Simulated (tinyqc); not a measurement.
From results back to parameters: interface roughness in a thin film (subband fluctuation and scattering). Two cases, with inputs chosen for the exercise.

Problem. The screened mobility was computed from a hidden rms height D.

Gaussian roughness spectrum S(q) = pi D^2 Lc^2 exp(-q^2 Lc^2/4). Degenerate gas, taken to fill one subband (the second starts to fill once c kF^2/md exceeds E2 - E1, which is not tested here): kF = sqrt(2 pi Ns/gv), q = 2 kF sin(theta/2), 1/tau = (md/(2 pi c hbar)) G^2 times the integral from 0 to pi of S(q)(1 - cos theta)/eps(q)^2 dtheta, eps(q) = 1 + qs/q with screening (qs = gv md q0/(c eps), q0 = e^2/(4 pi eps0), form factors left out, which overstates the screening; other scattering is left out too, so these values lie far above measured mobilities in all but the thinnest films) or 1 without; mobility = tau c2/md with c2 = e/m0 = 1.75882e15 cm^2/(V s^2); 1e12/cm^2 = 1e-4/angstrom^2.

Constants: hbar^2/2m0 = 3.80998211 eV angstrom^2; hbar = 6.58211957e-16 eV s; e^2/(4 pi eps0) = 14.39964547 eV angstrom.

Find: mobility for D = 1 angstrom; D.

Method. The mobility goes as 1/D^2, so D is the square root of the ratio. One value fixes only D^2 times a function of Lc; a second density is needed to part the two.

Case 1.

Values chosen (near those of a thin Si channel on (100), two-fold valleys; not measured data): md = 0.191 m0 (mass in the plane); gv = 2 (valleys); Lc = 50 angstrom (correlation length); Ns = 3.8 x 1e12/cm^2 (sheet density); eps = 7.6 (mean dielectric constant at the channel).

G = |dE1/dt| = 2.1321 meV/angstrom
mobility = 660478 cm^2/(V s)

Solution.

mobility for D = 1 angstrom = 1.116e+06 cm^2/(V s)
D = 1.30 angstrom

Case 2.

Values chosen (near those of a thin InGaAs channel; not measured data): md = 0.046 m0 (mass in the plane); gv = 1 (valleys); Lc = 8 angstrom (correlation length); Ns = 0.84 x 1e12/cm^2 (sheet density); eps = 11.2 (mean dielectric constant at the channel).

G = |dE1/dt| = 7.0862 meV/angstrom
mobility = 259990 cm^2/(V s)

Solution.

mobility for D = 1 angstrom = 8.424e+05 cm^2/(V s)
D = 1.80 angstrom

Computed by tinyqc, one run a case: `OMP_NUM_THREADS=1 python tinyqc.py N N+1 out.jsonl` with N = 1282460, 1282514; one thread of a shared Intel(R) Xeon(R) Processor @ 2.30GHz, about 0.02 s a run at most.
